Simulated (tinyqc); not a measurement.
Inside a calculation. Model: nucleation and growth of vacancy voids in a cooling silicon-like crystal. Computed by tinyqc, a small Python program that keeps every step. Command: `OMP_NUM_THREADS=1 python tinyqc.py 3018051 3018052 out.jsonl voids walk`. One thread of a shared host (Intel(R) Xeon(R) Processor @ 2.30GHz), about 0.5 s of CPU time with the checks. Intermediate numbers are printed to about 6 digits and carried at full precision; extremes and crossings named in words are read from the listed rows.

Spherical voids; vacancies are lost only to voids.

Inputs (values chosen for the exercise, for a model crystal):
```
quantity,value,unit
vacancy density at the melting point C_m,7.6e+14,1/cm^3
formation energy E_f,4.12,eV
melting point T_m,1685,K
diffusion prefactor D0,0.00051,cm^2/s
migration energy E_m,0.36,eV
site density rho,5e+22,1/cm^3
void surface energy gamma,0.838,J/m^2
cooling rate q,6.6,K/min
ratio (V/G)/xi_c,1.83,-
limit of the excess at high V/G,1.1e+14,1/cm^3
temperature of the worked step T,1385,K
temperature step,0.2,K
```

Vacancy supply: from V/G.

Constants: k_B = 8.617333262e-05 eV/K; k_B = 1.380649e-23 J/K; e = 1.602176634e-19 C.

## Vacancy excess

C = C_x (u - 1)/(u + 0.2) with u = (V/G)/xi_c, a form chosen for the exercise.

initial excess C = 4.49754e+13 1/cm^3

## Nucleation rate at T with the initial excess

C_e = C_m exp[-(E_f/k_B)(1/T - 1/T_m)]; D = D0 exp(-E_m/(k_B T)); f = k_B T ln(C/C_e); r* = 2 gamma/(rho f); W* = 16 pi gamma^3/(3 rho^2 f^2); Z = f/sqrt(12 pi W* k_B T); I = rho Z (4 pi r* D C) exp(-W*/(k_B T)).

C_e = 1.62787e+12 1/cm^3

D = 2.49800e-05 cm^2/s

driving force f = 0.396104 eV

critical radius r* = 0.528183 nm

W*/(k_B T) = 51.2115

rate I = 161.726 1/(cm^3 s)

Cooling by 10 K multiplies I by 410: nucleation switches on within a narrow range of temperature.

## Cooling through the nucleation range

March down from 1500 K in steps dT, dt = dT/q, with values at the upper end of each step: a class of I dt voids is born with r*; then all classes grow by r^2 += 2 D (C - C_e) dt/rho; C falls by the vacancies added to voids. Stop at 1150 K. T_n is the T of the largest I, N the final count (classes under 1e-6 /cm^3 are dropped), and the mean radius the number average.

Rows around the peak of I:
```
T (K),C (1/cm^3),C_e (1/cm^3),I (1/(cm^3 s)),voids (1/cm^3),mean radius (nm)
1400.2,4.49754e+13,2.36791e+12,1.15254e-03,1.01715e-02,6.2284
1390.2,4.49754e+13,1.85224e+12,4.25930e+00,4.73292e+01,6.7893
1380.2,4.49689e+13,1.44371e+12,3.35698e+03,4.61414e+04,7.3563
1375.2,4.48335e+13,1.27287e+12,5.50604e+04,8.71899e+05,7.7083
1372.2,4.42305e+13,1.17970e+12,1.94129e+05,3.90603e+06,8.1821
1370.2,4.30263e+13,1.12121e+12,2.73757e+05,8.25244e+06,8.9229
1368.2,4.07159e+13,1.06545e+12,1.91955e+05,1.28027e+07,10.3108
1366.2,3.73598e+13,1.01232e+12,6.05012e+04,1.51291e+07,12.3079
1364.2,3.34428e+13,9.61692e+11,9.38939e+03,1.57018e+07,14.4060
1361.2,2.74531e+13,8.90207e+11,1.87503e+02,1.57805e+07,16.9318
1358.2,2.19867e+13,8.23754e+11,1.05243e+00,1.57817e+07,18.7117
```

temperature of peak nucleation T_n = 1370.2 K

void density N = 1.57817e+07 1/cm^3

mean radius = 23.6848 nm

vacancies left at 1150 K = 3.08838e+09 1/cm^3

I rises as supersaturation builds and collapses once the first voids have drawn C down by 4 % at the peak. Nearly all the excess then goes into these voids: [3 C/(4 pi rho N)]^(1/3) = 23.9 nm.

## Cooling rate

The formulas are those given above.

At fixed C:
```
q (K/min),T_n (K),N (1/cm^3),mean radius (nm)
0.66,1380.2,5.34686e+05,73.3144
1.60,1376.4,1.96681e+06,47.4669
3.30,1373.4,5.70077e+06,33.2745
6.60,1370.2,1.57817e+07,23.6848
13.00,1366.8,4.26794e+07,16.9901
26.00,1363.2,1.17859e+08,12.1023
66.00,1358.0,4.59724e+08,7.6811
```

Over the rows N goes as q^1.47 and the radius as q^-0.49, near the 3/2 and -1/2 of the scaling argument (depletion time 1/(4 pi N r D) equal to the time in the nucleation range, at fixed N r^3). T_n drops only 22 K for a factor 100 in q. Fast cooling gives many small voids, which an anneal can dissolve.

## Vacancy excess varied

The formulas are those given above.

At fixed q:
```
C (1/cm^3),T_n (K),N (1/cm^3),mean radius (nm)
1.80e+13,1325.4,2.98091e+07,14.1047
2.70e+13,1345.0,2.24978e+07,17.7425
4.50e+13,1370.2,1.57757e+07,23.6921
7.20e+13,1394.0,1.13783e+07,30.9150
1.10e+14,1416.2,8.47427e+06,39.2977
```

More vacancies nucleate earlier (T_n rises by 91 K) and give fewer, larger voids: N goes as C^-0.69 and the radius as C^0.57, steeper than the -1/2 and +1/2 of the scaling argument at fixed D, because D rises with T_n.

Checks made by the program: Z against the curvature of W(n) (relative difference below 1e-10); N against a run with half the step (relative difference 2e-03).
